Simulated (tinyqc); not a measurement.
Threshold-voltage variability of a planar MOSFET, analytic estimates: one step of the calculation.

Three independent sources add in quadrature: random dopants in the depleted layer, metal-gate grains of two orientations, and roughness of the two gate edges acting through the roll-off VT = VT(long) - Vr exp(-L/l). These are first-order estimates: no three-dimensional electrostatics, no percolation.

Problem. Margin in standard deviations for the wanted yield. Cells fail independently with probability Q(k) = erfc(k/sqrt(2))/2 when the margin is k standard deviations, and Y = exp(-Nb Q(k)). phi = exp(-k^2/2)/sqrt(2 pi). Newton steps on ln Q(k) = ln(-ln(Y)/Nb): k(new) = k + [ln Q - ln(-ln(Y)/Nb)] Q/phi.

Parameters, values chosen for the exercise: number of cells Nb = 65536; wanted yield Y = 0.951.

k after iteration 1 = 6.3392983

Wanted: Q(k); phi; k after iteration 2.

Solution.

Q(k) = 1.1541e-10
phi = 7.4899e-10
k after iteration 2 = 4.9832

Numbers from tinyqc (`OMP_NUM_THREADS=1 python tinyqc.py 2090018 2090019 out.jsonl`; about 0.01 s on one thread of a shared Intel Xeon 2.30GHz).
